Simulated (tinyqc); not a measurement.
What moves the results: shallow donor in an anisotropic valley (effective-mass theory). A value that a table varies takes the place of the one given here.

One valley: H = -c [(d2/dx2 + d2/dy2)/mt + (d2/dz2)/ml] - q/(eps r), c = hbar^2/2m0, q = e^2/(4 pi eps0). Trial function exp(-sqrt((x^2 + y^2)/a^2 + z^2/b^2)) with a > b: T = (c/3)(2/(mt a^2) + 1/(ml b^2)), V = -(q/eps) atan(u/b)/u, u = sqrt(a^2 - b^2). The central cell of the impurity is left out.

Constants: hbar^2/2m0 = 3.80998211 eV angstrom^2; e^2/(4 pi eps0) = 14.39964547 eV angstrom; Ry = 13.60569312 eV; a0 (Bohr radius) = 0.5291772105 angstrom.

Values chosen for the exercise (near those of AlAs; shifted at random, so the results belong to these values and not to a real crystal): mt = 0.184 m0 (transverse mass); eps = 10.4 (dielectric constant); xs = (1.5, 2, 3.4, 5, 8.8, 24, 40, 230) (ratios ml/mt); ml = 1.108 m0 (longitudinal mass).

## Mass anisotropy

mt and eps fixed, ml varied. Energies in units of Ry*(mt) = Ry mt/eps^2 and lengths in a*(mt) = a0 eps/mt; the last two columns use one mass, 3/(1/ml + 2/mt) or (ml mt^2)^(1/3).

Results:

| ml/mt | a/a* | b/a | binding | conductivity mass | density-of-states mass |
|---|---|---|---|---|---|
| 1.50 | 0.920 | 0.866 | 1.139 | 1.125 | 1.145 |
| 2.00 | 0.870 | 0.782 | 1.241 | 1.200 | 1.260 |
| 3.40 | 0.792 | 0.649 | 1.436 | 1.308 | 1.504 |
| 5.00 | 0.744 | 0.567 | 1.580 | 1.364 | 1.710 |
| 8.80 | 0.685 | 0.466 | 1.791 | 1.419 | 2.065 |
| 24.0 | 0.607 | 0.330 | 2.153 | 1.469 | 2.884 |
| 40.0 | 0.577 | 0.277 | 2.325 | 1.481 | 3.420 |
| 230 | 0.508 | 0.153 | 2.823 | 1.497 | 6.127 |

What does this show?

The binding grows from 1.14 to 2.82 Ry*(mt); for ml going to infinity the exact problem becomes two-dimensional, with 4 Ry*. The conductivity mass saturates at 1.5 and underbinds, by 14 % at ml/mt = 5; the density-of-states mass errs by +8 % there and by +117 % in the last row. With these mt and eps one unit is 23.15 meV.

## What each parameter does

The minimum of the trial energy. Each row changes one parameter from the base and keeps the others.

Results:

| case | E (meV) | a (angstrom) | b (angstrom) | b/a |
|---|---|---|---|---|
| base | -38.18 | 21.63 | 11.49 | 0.531 |
| ml = 1.385 m0 | -40.11 | 20.94 | 10.30 | 0.492 |
| mt = 0.166 m0 | -35.25 | 23.62 | 12.11 | 0.513 |
| eps = 9.4 | -46.74 | 19.55 | 10.39 | 0.531 |

How do the results move?

The largest shifts from the base row, up to three for each result and ties (the steps differ in size, so this ranks the rows, not the parameters). E (meV): eps -8.56, mt +2.93, ml -1.93. a (angstrom): eps -2.08, mt +1.99, ml -0.69. b (angstrom): ml -1.19, eps -1.11, mt +0.61. b/a: ml -0.040, mt -0.019; unchanged at the printed digits by eps. eps only rescales the solution (E as 1/eps^2, lengths as eps), so b/a depends on ml/mt alone.

Computed by tinyqc, a small Python program: `OMP_NUM_THREADS=1 python tinyqc.py 1281874 1281875 out.jsonl` (the numbers bound the seed that draws the inputs); one thread of a shared host (Intel(R) Xeon(R) Processor @ 2.30GHz), about 0.01 s for the whole set of steps.
